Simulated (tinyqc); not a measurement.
Capacitance of parallel on-chip lines from Laplace's equation on a mesh: course of the relaxation.

Cross-section of an endless row of equal lines between two grounded planes; neighbours are driven in antiphase (+1 V and -1 V), so the plane midway between two lines is at 0 V. By symmetry one quarter is solved: x runs from the centre of a line (column 0, mirror) to that midplane (column 5, 0 V), y from the mid-height of the line (row 0, mirror) to the ground plane (row 3, 0 V). The line fills columns 0 to 2 and rows 0 to 1 at 1 V. Cells beside the line (below row 1) have e2, cells above have e1. Each link between nodes has the conductance g = mean permittivity of the two cells beside it (a cell beyond a mirror counts as 0), and the free nodes obey sum g (V_neighbour - V) = 0.

gx[j, i] joins node (row j, column i) to column i + 1, gy[j, i] to row j + 1.

One sweep visits the free nodes row by row from row 0, left to right, and replaces V by V + om (weighted mean of the neighbours - V), using new values at once.

Stop when no node changes by 1e-7 V. C = 4 eps0 sum g (difference of V along the link)^2, in aF/um.

Values chosen for this exercise: relative permittivity above and below the lines e1 = 3; relative permittivity between the lines e2 = 2.7; over-relaxation factor om = 1.2.

V at the start (V):
```
       col 0  col 1  col 2  col 3  col 4  col 5
row 0      1      1      1      0      0      0
row 1      1      1      1      0      0      0
row 2      0      0      0      0      0      0
row 3      0      0      0      0      0      0
```

Course of the iteration:
```
sweep  C (aF/um)  largest change (V)
1        231.309               0.417
2        212.956               0.198
3        212.097              0.0568
4        212.057              0.0145
5        212.056             1.60e-3
6        212.056             3.12e-4
7        212.056             1.04e-4
8        212.056             1.89e-5
9        212.056             4.97e-6
10       212.056             3.23e-7
11       212.056             2.42e-7
12       212.056             2.46e-8
```

Did this iteration meet its convergence test, and what does its course show?

Yes. Converged in 12 sweeps. Over the last four sweeps the change shrinks by about 0.19 a sweep. C comes down from above, since the solution minimises the energy.

Program tinyqc, `OMP_NUM_THREADS=1 python tinyqc.py 2790157 2790158 out.jsonl`; Intel Xeon 2.30GHz, shared host, one thread, about 1 s.
